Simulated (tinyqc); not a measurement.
# Hexagonal on-chip spiral inductor, lumped pi model: what changes with what

Outer diameter do = di + 2 n wd + 2 (n - 1) sp, mean da = (do + di)/2, fill p = (do - di)/(do + di), length l = 3.464 n da. L = 2.33 mu0 n^2 da/(1 + 3.82 p), mu0 = 4 pi 1e-7 H/m. Rs = rho l/(wd delta (1 - exp(-th/delta))), delta = sqrt(rho/(pi f mu0)). Cs = n wd^2 eps0 eo/hu across the coil. At each end Cox = l wd eps0 eo/(2 ho) leads to the substrate branch Rsi = 2 rs he/(l wd) in parallel with Csi = l wd eps0 11.7/(2 he). With one end grounded Y = 1/(Rs + i w L) + i w Cs + 1/[1/(i w Cox) + 1/(1/Rsi + i w Csi)], w = 2 pi f; Q = -Im Y/Re Y. Eddy currents in neighbouring turns and in the substrate are left out.

Values chosen for this exercise; values of the order met in silicon radio-frequency processes: number of turns n = 3.5; line width wd = 6 um; space between turns sp = 2 um; inner diameter di = 100 um; metal thickness th = 0.9 um; metal resistivity rho = 1.9 uohm cm; oxide below the coil ho = 6.6 um; oxide between coil and underpass hu = 0.6 um; relative permittivity of the oxide eo = 3; substrate resistivity rs = 1000 ohm cm; effective spreading depth in the substrate he = 50 um; frequency f = 1.6 GHz.

Constants: eps0 = 8.8541878128e-12 F/m. Results are converted to the units shown.

Each table varies one quantity; the others keep the values above.

## Quality factor against frequency

Apparent inductance Im(1/Y)/w; share of the loss Re(substrate branch)/Re Y.

Quality factor against frequency:

| f (GHz) | Rs (ohm) | w L/Rs | Q | apparent inductance (nH) | loss in the substrate (%) |
|---|---|---|---|---|---|
| 0.48 | 6.175 | 1.234 | 1.234 | 2.527 | 0.006151 |
| 0.79 | 6.414 | 1.956 | 1.954 | 2.528 | 0.01231 |
| 1.3 | 6.730 | 3.067 | 3.060 | 2.532 | 0.02793 |
| 2.1 | 7.130 | 4.677 | 4.648 | 2.540 | 0.06506 |
| 3.5 | 7.699 | 7.219 | 7.101 | 2.563 | 0.1630 |
| 5.7 | 8.430 | 10.74 | 10.28 | 2.627 | 0.3900 |
| 9.2 | 9.395 | 15.55 | 13.86 | 2.806 | 0.9028 |
| 15 | 10.73 | 22.20 | 15.94 | 3.439 | 2.072 |
| 25 | 12.65 | 31.38 | 7.787 | 9.552 | 4.744 |

Q goes from 1.23 through a maximum of 15.9 (at f = 15 GHz among the rows listed) to 7.79; the exact peak is 16.0 at 14.6 GHz and Q reaches zero at the self-resonance, 29.1 GHz. The share of the substrate rises from 0.00615 to 4.74 %, and the apparent inductance ends at 3.78 times L. At the peak the substrate takes 1.98 % of the loss. For f = 25 the coil is longer than 0.15 of a wavelength in the oxide, where one lumped section is rough.

## Effect of the number of turns

Same model as above.

Peak Q and its frequency from a search over f; self-resonance where Im Y = 0; Q at the given f (negative beyond resonance).

Result of one run:

| n | L (nH) | do (um) | peak Q | f of the peak (GHz) | self-resonance (GHz) | Q at f |
|---|---|---|---|---|---|---|
| 8.5 | 13.94 | 232.0 | 9.220 | 3.796 | 7.346 | 5.980 |

What becomes of these results when the number of turns n is changed from 8.5 to 5.5, all else the same?

Result of the changed run:

| n | L (nH) | do (um) | peak Q | f of the peak (GHz) | self-resonance (GHz) | Q at f |
|---|---|---|---|---|---|---|
| 5.5 | 5.905 | 184.0 | 12.54 | 7.520 | 14.69 | 4.795 |

The whole series:

| n | L (nH) | do (um) | peak Q | f of the peak (GHz) | self-resonance (GHz) | Q at f |
|---|---|---|---|---|---|---|
| 1.5 | 0.5379 | 120.0 | 20.40 | 47.24 | 99.69 | 2.097 |
| 2.5 | 1.364 | 136.0 | 18.15 | 23.41 | 47.63 | 2.972 |
| 3.5 | 2.527 | 152.0 | 15.96 | 14.59 | 29.08 | 3.674 |
| 4.5 | 4.035 | 168.0 | 14.09 | 10.14 | 19.96 | 4.272 |
| 5.5 | 5.905 | 184.0 | 12.54 | 7.520 | 14.69 | 4.795 |
| 6.5 | 8.162 | 200.0 | 11.24 | 5.820 | 11.31 | 5.254 |
| 8.5 | 13.94 | 232.0 | 9.220 | 3.796 | 7.346 | 5.980 |

As n goes from 1.5 to 8.5, L rises from 0.538 to 13.9 nH, the peak Q falls from 20.4 to 9.22, its frequency falls from 47.2 to 3.80 GHz and the self-resonance falls from 99.7 to 7.35 GHz.

Numbers from tinyqc (`OMP_NUM_THREADS=1 python tinyqc.py 2302061 2302062 out.jsonl`; about 0.01 s on one thread of a shared Intel Xeon 2.30GHz).
